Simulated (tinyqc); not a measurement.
Inside a calculation. Method: MP2 on RHF in the 3-21g basis, for H3-, spin multiplicity 1. The basis has no diffuse functions, so it cannot describe the extra electron: this is an exercise in the method, not the real anion. One step of it, computed by the program tinyqc.

Question. Second-order Moller-Plesset energy. E2 = sum_ijab (ia|jb) [2 (ia|jb) - (ib|ja)] / (e_i + e_j - e_a - e_b) over occupied i, j and virtual a, b; the opposite-spin part is (ia|jb)^2 / denominator, the rest is same-spin, and SCS-MP2 scales them by 6/5 and 1/3.

orbital energies (hartree): MO1 -0.268797, MO2 0.028283, MO3 0.630683, MO4 1.425373, MO5 1.566037, MO6 1.752790

Two-electron integrals over orbitals (pq|rs), unique and non-zero (hartree):
```
(11|11) 0.514778    (21|21) 0.125969    (22|11) 0.425577    (22|22) 0.422403
(31|11) 0.083746    (31|22) 0.004683    (31|31) 0.072812    (32|21) -0.078311
(32|32) 0.077897    (33|11) 0.400274    (33|22) 0.365333    (33|31) 0.032254
(33|33) 0.362086    (41|11) -0.084223   (41|22) -0.068228   (41|31) -0.015050
(41|33) -0.049331   (41|41) 0.062242    (42|21) -0.053107   (42|32) 0.025665
(42|42) 0.048520    (43|11) -0.001367   (43|22) 0.015631    (43|31) -0.014343
(43|33) -0.003582   (43|41) 0.007411    (43|43) 0.019671    (44|11) 0.468264
(44|22) 0.409609    (44|31) 0.056684    (44|33) 0.369543    (44|41) -0.076855
(44|43) 0.010866    (44|44) 0.455955    (51|21) 0.057373    (51|32) -0.022338
(51|42) -0.050005   (51|51) 0.053452    (52|11) 0.094722    (52|22) 0.090346
(52|31) 0.006140    (52|33) 0.044524    (52|41) -0.057433   (52|43) 0.014525
(52|44) 0.100415    (52|52) 0.080509    (53|21) 0.008439    (53|32) -0.019408
(53|42) 0.013996    (53|51) -0.015471   (53|53) 0.022725    (54|21) -0.129755
(54|32) 0.078386    (54|42) 0.071618    (54|51) -0.076588   (54|53) 0.001691
(54|54) 0.157801    (55|11) 0.433617    (55|22) 0.435008    (55|31) 0.001874
(55|33) 0.359102    (55|41) -0.092354   (55|43) 0.022498    (55|44) 0.439745
(55|52) 0.127061    (55|55) 0.489717    (61|11) -0.036230   (61|22) 0.025909
(61|31) -0.055197   (61|33) -0.027949   (61|41) 0.010947    (61|43) 0.033275
(61|44) -0.005567   (61|52) 0.027792    (61|55) 0.045848    (61|61) 0.083181
(62|21) 0.057839    (62|32) -0.025486   (62|42) -0.042215   (62|51) 0.046253
(62|53) -0.015566   (62|54) -0.074427   (62|62) 0.047131    (63|11) -0.120317
(63|22) -0.057419   (63|31) -0.058345   (63|33) -0.061497   (63|41) 0.050578
(63|43) 0.013693    (63|44) -0.097574   (63|52) -0.041529   (63|55) -0.064834
(63|61) 0.047398    (63|63) 0.080630    (64|11) 0.032738    (64|22) -0.038944
(64|31) 0.064330    (64|33) 0.015932    (64|41) 0.009303    (64|43) -0.028431
(64|44) 0.004032    (64|52) -0.040764   (64|55) -0.071346   (64|61) -0.081352
(64|63) -0.043472   (64|64) 0.100173    (65|21) 0.109363    (65|32) -0.074267
(65|42) -0.064708   (65|51) 0.066941    (65|53) 0.000811    (65|54) -0.135204
(65|62) 0.062853    (65|65) 0.122086    (66|11) 0.541059    (66|22) 0.428121
(66|31) 0.105120    (66|33) 0.422238    (66|41) -0.122705   (66|43) -0.023203
(66|44) 0.498188    (66|52) 0.108149    (66|55) 0.452323    (66|61) -0.081943
(66|63) -0.164735   (66|64) 0.065916    (66|66) 0.638820
```

Hartree-Fock energy = -1.53497019 hartree

Give: Terms; Pair energies; MP2 correlation energy; SCS-MP2 correlation energy; MP2 total energy.

Answer.

Terms:

| i | j | a | b | (ia\|jb) | (ib\|ja) | denominator | term |
|---|---|---|---|---|---|---|---|
| 2 | 2 | 3 | 3 | 0.0779 | 0.0779 | -1.2048 | -0.0050 |
| 1 | 1 | 3 | 3 | 0.0728 | 0.0728 | -1.7990 | -0.0029 |
| 2 | 2 | 5 | 5 | 0.0805 | 0.0805 | -3.0755 | -0.0021 |
| 1 | 1 | 6 | 6 | 0.0832 | 0.0832 | -4.0432 | -0.0017 |
| 2 | 1 | 5 | 4 | -0.0574 | -0.0500 | -3.2319 | -0.0012 |
| 1 | 2 | 4 | 5 | -0.0574 | -0.0500 | -3.2319 | -0.0012 |
| 1 | 1 | 4 | 4 | 0.0622 | 0.0622 | -3.3883 | -0.0011 |
| 1 | 1 | 6 | 3 | -0.0552 | -0.0552 | -2.9211 | -0.0010 |
| 1 | 1 | 3 | 6 | -0.0552 | -0.0552 | -2.9211 | -0.0010 |
| 2 | 2 | 4 | 4 | 0.0485 | 0.0485 | -2.7942 | -0.0008 |
| 2 | 1 | 6 | 5 | 0.0463 | 0.0278 | -3.5593 | -0.0008 |
| 1 | 2 | 5 | 6 | 0.0463 | 0.0278 | -3.5593 | -0.0008 |
| 1 | 1 | 5 | 5 | 0.0535 | 0.0535 | -3.6697 | -0.0008 |
| 1 | 2 | 5 | 4 | -0.0500 | -0.0574 | -3.2319 | -0.0007 |
| 2 | 1 | 4 | 5 | -0.0500 | -0.0574 | -3.2319 | -0.0007 |
| 2 | 2 | 6 | 6 | 0.0471 | 0.0471 | -3.4490 | -0.0006 |
| 2 | 2 | 6 | 4 | -0.0422 | -0.0422 | -3.1216 | -0.0006 |
| 2 | 2 | 4 | 6 | -0.0422 | -0.0422 | -3.1216 | -0.0006 |
| 1 | 2 | 5 | 3 | -0.0223 | 0.0061 | -2.4372 | -4.66e-04 |
| 2 | 1 | 3 | 5 | -0.0223 | 0.0061 | -2.4372 | -4.66e-04 |
| 2 | 2 | 4 | 3 | 0.0257 | 0.0257 | -1.9995 | -3.29e-04 |
| 2 | 2 | 3 | 4 | 0.0257 | 0.0257 | -1.9995 | -3.29e-04 |
| 2 | 2 | 3 | 6 | -0.0255 | -0.0255 | -2.3269 | -2.79e-04 |
| 2 | 2 | 6 | 3 | -0.0255 | -0.0255 | -2.3269 | -2.79e-04 |
| 1 | 1 | 3 | 4 | -0.0151 | -0.0151 | -2.5936 | -8.73e-05 |
| 1 | 1 | 4 | 3 | -0.0151 | -0.0151 | -2.5936 | -8.73e-05 |
| 1 | 2 | 3 | 5 | 0.0061 | -0.0223 | -2.4372 | -8.72e-05 |
| 2 | 1 | 5 | 3 | 0.0061 | -0.0223 | -2.4372 | -8.72e-05 |
| 2 | 1 | 5 | 6 | 0.0278 | 0.0463 | -3.5593 | -7.29e-05 |
| 1 | 2 | 6 | 5 | 0.0278 | 0.0463 | -3.5593 | -7.29e-05 |
| 1 | 1 | 4 | 6 | 0.0109 | 0.0109 | -3.7158 | -3.23e-05 |
| 1 | 1 | 6 | 4 | 0.0109 | 0.0109 | -3.7158 | -3.23e-05 |

Pair energies (hartree; pair i-j sums ij and ji):

| pair | opposite spin | same spin |
|---|---|---|
| 1-1 | -0.0089 | 0 |
| 2-1 | -0.0057 | -0.0009 |
| 2-2 | -0.0110 | 0 |

MP2 correlation energy = -0.026451 hartree

SCS-MP2 correlation energy = -0.030969 hartree

MP2 total energy = -1.561421 hartree
